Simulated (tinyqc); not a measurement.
# From thermal resistance back to substrate thickness t

Model: self-heating of a transistor with one or more fingers, with temperature-dependent conductivity. Computed by tinyqc, a small Python program. Command: `OMP_NUM_THREADS=1 python tinyqc.py 3004172 3004173 out.jsonl selfheat inv`. One thread of a shared host (Intel(R) Xeon(R) Processor @ 2.30GHz), about 0.1 s of CPU time with the checks.

N long parallel fingers lie on the top face of a slab whose bottom is held at T_0; the top is otherwise insulated, and heat flows in two dimensions. P in W/mm is 1000 P in W/m.

Inputs (values chosen for the exercise, modelled on silicon):

| quantity | value | unit |
|---|---|---|
| conductivity at the base temperature kappa_0 | 112 | W/(m K) |
| power per gate width P | 0.54 | W/mm |
| fingers N | 4 | - |
| finger pitch s | 27 | micrometre |
| width of the heat source w | 0.12 | micrometre |
| phonon free path Lambda | 120 | nm |

Power: power rises with temperature.

Method. A line source of power P on the top face raises the top at distance x by (P/(pi kappa_0)) g(x), g(x) = -ln tanh(pi x/(4 t)) (the image sum for the slab). On a strip of width w the centre sees the mean of g over the strip, g_0 = 1 + ln(8 t/(pi w)) for w much below t. theta_i = (P/(pi kappa_0)) [g_0 + sum over j != i of g(|i - j| s)], with equal powers and constant conductivity; thermal resistance = largest theta/P.

Task: A run gave the result below. Find the substrate thickness t, known to lie between 110 and 200 micrometre.

thermal resistance = 40.01609 K mm/W

Result:

Each step takes the trial c = (a f_b - b f_a)/(f_b - f_a), f being the result less the target and a, b, c the logarithms of the listed values; c replaces end b, the old b replaces a if the sign of f changed, and otherwise f_a is halved.

Scan of the range:

| substrate thickness t (micrometre) | thermal resistance (K mm/W) |
|---|---|
| 110 | 37.1553 |
| 122 | 38.2946 |
| 134 | 39.3329 |
| 148 | 40.4377 |
| 164 | 41.5836 |
| 181 | 42.6882 |
| 200 | 43.8091 |

False position (Illinois rule, in the logarithm of the input) inside the bracket:

| step | end a | end b | trial | thermal resistance (K mm/W) |
|---|---|---|---|---|
| 1 | 134.000 | 148.000 | 142.493 | 40.0155 |
| 2 | 148.000 | 142.493 | 142.500 | 40.0161 |
| 3 | 148.000 | 142.500 | 142.500 | 40.0161 |
| 4 | 142.500 | 142.500 | 142.500 | 40.0161 |

Thermal resistance rises at every point of a 13-point scan of the range (every second point is shown), so one value fits; it is bracketed by 134 and 148. Answer: substrate thickness t = 142.5 micrometre.

Caution: the source is narrower than two phonon free paths, so the Fourier result understates the rise at the source.
